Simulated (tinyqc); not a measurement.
CCD on RHF in the sto-3g basis, frozen core, for BeH2, spin multiplicity 1, step by step. One step of it, computed by the program tinyqc.

Question. Integrals over molecular orbitals. (pq|rs) = sum C_ip C_jq C_kr C_ls (ij|kl), one index at a time.

coefficients C, order 1Be 1s, 1Be 2s, 1Be 2px, 1Be 2py, 1Be 2pz, 2H 1s, 3H 1s:
$$\begin{pmatrix}
0.991833 & -0.213937 & 0.000000 & 0.026414 & 0.000000 & -0.227143 & 0.000000 \\
0.031342 & 0.598037 & 0.000000 & -0.112617 & 0.000000 & 1.078540 & 0.000000 \\
0.000000 & 0.000000 & 0.000000 & 0.000000 & 1.000000 & 0.000000 & 0.000000 \\
0.000000 & 0.000000 & 0.496892 & 0.000000 & 0.000000 & 0.000000 & 1.251993 \\
-0.000032 & 0.010788 & 0.000000 & 0.993258 & 0.000000 & 0.121344 & 0.000000 \\
-0.003753 & 0.392318 & 0.425441 & 0.054669 & 0.000000 & -0.741995 & -0.861244 \\
-0.003753 & 0.392318 & -0.425441 & 0.054669 & 0.000000 & -0.741995 & 0.861244
\end{pmatrix}$$

core Hamiltonian H = T + V (hartree), order 1Be 1s, 1Be 2s, 1Be 2px, 1Be 2py, 1Be 2pz, 2H 1s, 3H 1s:
$$\begin{pmatrix}
-8.563080 & -2.112872 & 0.000000 & 0.000000 & -0.001323 & -0.385445 & -0.385445 \\
-2.112872 & -2.771050 & 0.000000 & 0.000000 & -0.012061 & -1.032804 & -1.032804 \\
0.000000 & 0.000000 & -2.238865 & 0.000000 & 0.000000 & 0.000000 & 0.000000 \\
0.000000 & 0.000000 & 0.000000 & -2.431223 & 0.000000 & -1.129758 & 1.129758 \\
-0.001323 & -0.012061 & 0.000000 & 0.000000 & -2.239298 & -0.054608 & -0.054608 \\
-0.385445 & -1.032804 & 0.000000 & -1.129758 & -0.054608 & -2.027540 & -0.061885 \\
-0.385445 & -1.032804 & 0.000000 & 1.129758 & -0.054608 & -0.061885 & -2.027540
\end{pmatrix}$$

Two-electron integrals (ij|kl) in chemists' order, unique and non-zero (hartree):
```
(11|11) 2.298831    (21|11) 0.392036    (21|21) 0.079539    (22|11) 0.570988
(22|21) 0.143041    (22|22) 0.417683    (31|31) 0.014607    (32|31) 0.021888
(32|32) 0.092265    (33|11) 0.569578    (33|21) 0.143083    (33|22) 0.417589
(33|33) 0.449859    (41|41) 0.014607    (42|41) 0.021888    (42|42) 0.092265
(43|43) 0.024249    (44|11) 0.569578    (44|21) 0.143083    (44|22) 0.417589
(44|33) 0.401360    (44|44) 0.449859    (51|51) 0.014607    (52|51) 0.021888
(52|52) 0.092265    (53|53) 0.024249    (54|54) 0.024249    (55|11) 0.569578
(55|21) 0.143083    (55|22) 0.417589    (55|33) 0.401360    (55|44) 0.401360
(55|55) 0.449859    (61|11) 0.069670    (61|21) 0.014128    (61|22) 0.025628
(61|33) 0.025450    (61|41) 0.001244    (61|42) 0.002353    (61|44) 0.025997
(61|51) 0.000059    (61|52) 0.000112    (61|54) 0.000026    (61|55) 0.025451
(61|61) 0.002631    (62|11) 0.178293    (62|21) 0.045368    (62|22) 0.145543
(62|33) 0.139914    (62|41) 0.005915    (62|42) 0.037131    (62|44) 0.156631
(62|51) 0.000280    (62|52) 0.001760    (62|54) 0.000792    (62|55) 0.139952
(62|61) 0.008916    (62|62) 0.077247    (63|31) 0.004042    (63|32) 0.019220
(63|43) 0.006330    (63|53) 0.000300    (63|63) 0.006843    (64|11) 0.194580
(64|21) 0.050096    (64|22) 0.168419    (64|33) 0.158451    (64|41) 0.009556
(64|42) 0.057577    (64|44) 0.188147    (64|51) 0.000261    (64|52) 0.001818
(64|54) 0.001108    (64|55) 0.158489    (64|61) 0.010259    (64|62) 0.101397
(64|64) 0.137025    (65|11) 0.009223    (65|21) 0.002375    (65|22) 0.007983
(65|33) 0.007510    (65|41) 0.000261    (65|42) 0.001818    (65|44) 0.008318
(65|51) 0.004055    (65|52) 0.019307    (65|54) 0.006369    (65|55) 0.008112
(65|61) 0.000486    (65|62) 0.004806    (65|64) 0.006171    (65|65) 0.007135
(66|11) 0.346437    (66|21) 0.089699    (66|22) 0.323176    (66|33) 0.299942
(66|41) 0.013325    (66|42) 0.109301    (66|44) 0.369214    (66|51) 0.000632
(66|52) 0.005181    (66|54) 0.003283    (66|55) 0.300098    (66|61) 0.018025
(66|62) 0.220421    (66|64) 0.306444    (66|65) 0.014525    (66|66) 0.774606
(71|11) 0.069670    (71|21) 0.014128    (71|22) 0.025628    (71|33) 0.025450
(71|41) -0.001244   (71|42) -0.002353   (71|44) 0.025997    (71|51) 0.000059
(71|52) 0.000112    (71|54) -0.000026   (71|55) 0.025451    (71|61) 0.002404
(71|62) 0.007528    (71|64) 0.008035    (71|65) 0.000415    (71|66) 0.014745
(71|71) 0.002631    (72|11) 0.178293    (72|21) 0.045368    (72|22) 0.145543
(72|33) 0.139914    (72|41) -0.005915   (72|42) -0.037131   (72|44) 0.156631
(72|51) 0.000280    (72|52) 0.001760    (72|54) -0.000792   (72|55) 0.139952
(72|61) 0.007528    (72|62) 0.038993    (72|64) 0.041498    (72|65) 0.002399
(72|66) 0.081735    (72|71) 0.008916    (72|72) 0.077247    (73|31) 0.004042
(73|32) 0.019220    (73|43) -0.006330   (73|53) 0.000300    (73|63) 0.002677
(73|73) 0.006843    (74|11) -0.194580   (74|21) -0.050096   (74|22) -0.168419
(74|33) -0.158451   (74|41) 0.009556    (74|42) 0.057577    (74|44) -0.188147
(74|51) -0.000261   (74|52) -0.001818   (74|54) 0.001108    (74|55) -0.158489
(74|61) -0.008035   (74|62) -0.041498   (74|64) -0.042912   (74|65) -0.002516
(74|66) -0.086515   (74|71) -0.010259   (74|72) -0.101397   (74|74) 0.137025
(75|11) 0.009223    (75|21) 0.002375    (75|22) 0.007983    (75|33) 0.007510
(75|41) -0.000261   (75|42) -0.001818   (75|44) 0.008318    (75|51) 0.004055
(75|52) 0.019307    (75|54) -0.006369   (75|55) 0.008112    (75|61) 0.000415
(75|62) 0.002399    (75|64) 0.002516    (75|65) 0.002821    (75|66) 0.005128
(75|71) 0.000486    (75|72) 0.004806    (75|74) -0.006171   (75|75) 0.007135
(76|11) 0.010441    (76|21) 0.002585    (76|22) 0.007331    (76|33) 0.007227
(76|44) 0.007531    (76|51) 0.000033    (76|52) 0.000163    (76|55) 0.007232
(76|61) 0.000465    (76|62) 0.002623    (76|64) 0.003078    (76|65) 0.000179
(76|66) 0.005973    (76|71) 0.000465    (76|72) 0.002623    (76|74) -0.003078
(76|75) 0.000179    (76|76) 0.000131    (77|11) 0.346437    (77|21) 0.089699
(77|22) 0.323176    (77|33) 0.299942    (77|41) -0.013325   (77|42) -0.109301
(77|44) 0.369214    (77|51) 0.000632    (77|52) 0.005181    (77|54) -0.003283
(77|55) 0.300098    (77|61) 0.014745    (77|62) 0.081735    (77|64) 0.086515
(77|65) 0.005128    (77|66) 0.174178    (77|71) 0.018025    (77|72) 0.220421
(77|74) -0.306444   (77|75) 0.014525    (77|76) 0.005973    (77|77) 0.774606
```

Give: one-electron integrals over orbitals h = C^T H C; Two-electron integrals over orbitals.

Answer.

one-electron integrals over orbitals h = C^T H C (hartree):
$$\begin{pmatrix}
-8.5517 & 0.2108 & 0.0000 & -0.0268 & 0.0000 & 0.2016 & 0.0000 \\
0.2108 & -2.3267 & 0.0000 & 0.0124 & 0.0000 & -0.2318 & 0.0000 \\
0.0000 & 0.0000 & -2.2672 & 0.0000 & 0.0000 & 0.0000 & -0.3086 \\
-0.0268 & 0.0124 & 0.0000 & -2.2363 & 0.0000 & -0.0291 & 0.0000 \\
0.0000 & 0.0000 & 0.0000 & 0.0000 & -2.2389 & 0.0000 & 0.0000 \\
0.2016 & -0.2318 & 0.0000 & -0.0291 & 0.0000 & -1.9008 & 0.0000 \\
0.0000 & 0.0000 & -0.3086 & 0.0000 & 0.0000 & 0.0000 & -1.8542
\end{pmatrix}$$

Two-electron integrals over orbitals (pq|rs), unique and non-zero (hartree); the lowest 1 orbital is frozen and left out:
```
(22|22) 0.3786      (32|32) 0.1598      (33|22) 0.3907      (33|33) 0.4140
(42|22) 0.0045      (42|33) 0.0055      (42|42) 0.0478      (43|32) 0.0076
(43|43) 0.0134      (44|22) 0.3558      (44|33) 0.3390      (44|42) -0.0153
(44|44) 0.4507      (52|52) 0.0477      (53|53) 0.0128      (54|52) -0.0050
(54|54) 0.0246      (55|22) 0.3563      (55|33) 0.3390      (55|42) -0.0056
(55|44) 0.4010      (55|55) 0.4499      (62|22) -0.0160     (62|33) -0.0416
(62|42) -0.0025     (62|44) 0.0630      (62|55) 0.0646      (62|62) 0.0820
(63|32) -0.0920     (63|43) -0.0064     (63|63) 0.0857      (64|22) 0.0012
(64|33) -0.0024     (64|42) 0.0446      (64|44) -0.0018     (64|55) 0.0043
(64|62) 0.0125      (64|64) 0.0481      (65|52) 0.0465      (65|54) -0.0032
(65|65) 0.0493      (66|22) 0.3805      (66|33) 0.3911      (66|42) 0.0136
(66|44) 0.3538      (66|55) 0.3558      (66|62) -0.0269     (66|64) 0.0085
(66|66) 0.3989      (72|32) -0.0400     (72|43) -0.0063     (72|63) 0.0620
(72|72) 0.0571      (73|22) -3.56e-04   (73|33) -0.0182     (73|42) -0.0088
(73|44) 0.0681      (73|55) 0.0684      (73|62) 0.0772      (73|64) 0.0060
(73|66) -0.0211     (73|73) 0.0863      (74|32) -0.0145     (74|43) 0.0126
(74|63) 0.0092      (74|72) 0.0027      (74|74) 0.0183      (75|53) 0.0134
(75|75) 0.0169      (76|32) 0.1395      (76|43) 0.0085      (76|63) -0.0913
(76|72) -0.0488     (76|74) -0.0125     (76|76) 0.1359      (77|22) 0.4051
(77|33) 0.4218      (77|42) 0.0012      (77|44) 0.3803      (77|55) 0.3800
(77|62) -0.0219     (77|64) -0.0031     (77|66) 0.4146      (77|73) 0.0012
(77|77) 0.4601
```
